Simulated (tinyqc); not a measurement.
Changing the recovery time t_r: bias-temperature instability from a Gaussian distribution of capture and emission barriers. Computed by tinyqc, a small Python program. Command: `OMP_NUM_THREADS=1 python tinyqc.py 3007267 3007268 out.jsonl bti sweep`. One thread of a shared host (Intel(R) Xeon(R) Processor @ 2.30GHz), about 0.02 s of CPU time with the checks.

Each trap has a capture time tau_0 exp(E_c/(k_B T)) under stress and an emission time tau_0 exp(E_e/(k_B T)) after it. E_c is Gaussian, and E_e = E_c + d with d Gaussian and independent. A trap counts as filled once t_s exceeds its capture time and as emptied once t_r exceeds its emission time.

Inputs (values chosen for the exercise, for a model p-channel transistor):

| quantity | value | unit |
|---|---|---|
| shift with all traps filled V_max | 100 | mV |
| mean capture barrier at zero field mu_c | 1.6 | eV |
| spread of capture barriers sigma_c | 0.21 | eV |
| lowering of mu_c per field k_F | 0.065 | eV/(MV/cm) |
| oxide field F | 8.2 | MV/cm |
| mean of E_e - E_c at the stress field, delta | -0.35 | eV |
| spread of E_e - E_c, sigma_d | 0.35 | eV |
| time constant tau_0 | 5e-09 | s |
| temperature T | 150 | C |
| stress time t_s | 9 | s |

Constants: k_B = 8.617333262e-05 eV/K.

Method:
- Demarcation energies E_s = k_B T ln(t_s/tau_0), E_r = k_B T ln(t_r/tau_0); mean barrier mu = mu_c - k_F F; z = (E_s - mu)/sigma_c; Phi is the standard normal distribution.
- Temperatures in kelvin are T(C) + 273.15.
- Shift without recovery dV0 = V_max Phi(z); local time exponent n = d ln dV0/d ln t_s = (k_B T/sigma_c) exp(-z^2/2)/(sqrt(2 pi) Phi(z)); apparent activation energy n E_s.
- Remaining shift dV = V_max int_(-infinity)^(E_s) g(E_c) [1 - Phi((E_r - E_c - delta)/sigma_d)] dE_c, g the Gaussian density of E_c (Gauss-Legendre, 120 points over 7 sigma_c below E_s).

One run for each value:

| recovery time t_r (s) | remaining shift dV (mV) | remaining share dV/dV0 | E_r (eV) |
|---|---|---|---|
| 1.00e-07 | 6.127 | 0.7319 | 0.109 |
| 1.00e-05 | 4.694 | 0.5607 | 0.277 |
| 1.00e-03 | 3.153 | 0.3766 | 0.445 |
| 1.00e-01 | 1.816 | 0.2169 | 0.613 |
| 1.00e+01 | 0.881 | 0.1053 | 0.781 |
| 1.00e+03 | 0.356 | 0.0425 | 0.949 |
| 1.00e+05 | 0.118 | 0.0141 | 1.117 |

What does the table show, and why?

Over the rows, remaining shift dV (mV) falls from 6.13 to 0.118 (exponent d ln y / d ln x -0.058 between the first rows and -0.24 between the last); remaining share dV/dV0 falls from 0.732 to 0.0141 (exponent d ln y / d ln x -0.058 between the first rows and -0.24 between the last); E_r (eV) rises from 0.109 to 1.12 (exponent d ln y / d ln x 0.20 between the first rows and 0.035 between the last). Each decade of t_r moves E_r by k_B T ln 10 through a broad distribution, so recovery spreads over many decades.

Caution (all rows): part of the filled traps have an emission barrier near or below zero, which means only that they empty at once.
